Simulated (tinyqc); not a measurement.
Width of the well: polar nitride quantum well with polarisation fields.

Growth along [0001]. e_par = (a_sub - a)/a, Ppz = 2 e_par (e31 - e33 C13/C33), P = Psp + Ppz in each layer; strain relaxation and the strain shift of the gaps are left out, although thick layers with more than about 1 % mismatch would relax.

In a periodic stack without free charge the potential drop over a period vanishes: F_w = (P_b - P_w) Lb/(eps0 (eps_w Lb + eps_b Lw)), F_b = -F_w Lw/Lb, eps0 = 8.8541878e-12 F/m; 1 MV/cm = 1e8 V/m = 0.01 V/angstrom.

Envelope functions on cells of 0.25 angstrom over barrier, well, barrier (widths Lb, Lw, Lb), psi = 0 beyond, psi'/m continuous (mean mass between points), c = hbar^2/2m0. With u(z) the integral of e F (F_w in the well, F_b = -F_w Lw/Lb in the barriers, 1 MV/cm = 0.01 V/angstrom), zero at the centre of the well, the electron sees u plus Vc in the barriers and the hole -u plus Vv. The transition is Eg + E_e + E_h; excitons are left out.

Constants: hbar^2/2m0 = 3.80998211 eV angstrom^2; hc = 1239.841984 eV nm.

Values chosen for the exercise (near those of a GaN well in AlN; shifted at random, so the results belong to these values and not to a real crystal):
- a_w = 3.189 angstrom (lattice constant a, well)
- a_b = 3.112 angstrom (lattice constant a, barrier)
- a_sub = 3.189 angstrom (in-plane lattice constant of the stack)
- Psp_w = -0.034 C/m^2 (spontaneous polarisation)
- Psp_b = -0.0911 C/m^2 (spontaneous polarisation)
- e31_w = -0.33 C/m^2
- e31_b = -0.521 C/m^2
- e33_w = 0.694 C/m^2
- e33_b = 1.545 C/m^2
- C_w = 0.26 (C13/C33)
- C_b = 0.283 (C13/C33)
- eps_w = 10.4 (dielectric constant)
- eps_b = 10.4 (dielectric constant)
- Lb = 45 angstrom (barrier width)
- Eg = 3.44 eV (gap of the well)
- Vc = 1.85 eV (conduction offset)
- Vv = 0.87 eV (valence offset)
- me = 0.2 m0 (electron, well)
- meb = 0.32 m0 (electron, barrier)
- mh = 1.89 m0 (hole, everywhere)
- Ls = (12, 18, 24, 30, 36, 45) angstrom (well widths)

Field, levels and overlap anew for each width.

Results:
```
Lw (angstrom)  F_w (MV/cm)  E (eV)  E without field (eV)  overlap^2  ln overlap^2
12                  -8.961  3.7452                3.9923      0.447         -0.80
18                  -8.107  3.2564                3.7607      0.129         -2.05
24                  -7.402  2.8746                3.6495     0.0229         -3.78
30                  -6.810  2.5542                3.5876    0.00285         -5.86
36                  -6.306  2.2792                3.5496   0.000272         -8.21
45                  -5.675  1.9324                3.5152   5.67e-06        -12.08
```

What does the comparison show, and why?

The red shift grows from 247 to 1583 meV. The line drops below Eg between 12 and 18 angstrom, which a square well can never do. Over the last two rows dE/dLw = -38.5 meV per angstrom, against -|e F_w| = -56.8 in the last row; the field itself weakens by 37 % over the table, since a wider well shares the drop with the barrier. The overlap falls by a factor 7.89e+04.

Program tinyqc; command `OMP_NUM_THREADS=1 python tinyqc.py 1280242 1280243 out.jsonl`; about 0.03 s on one thread of a shared Intel(R) Xeon(R) Processor @ 2.30GHz.
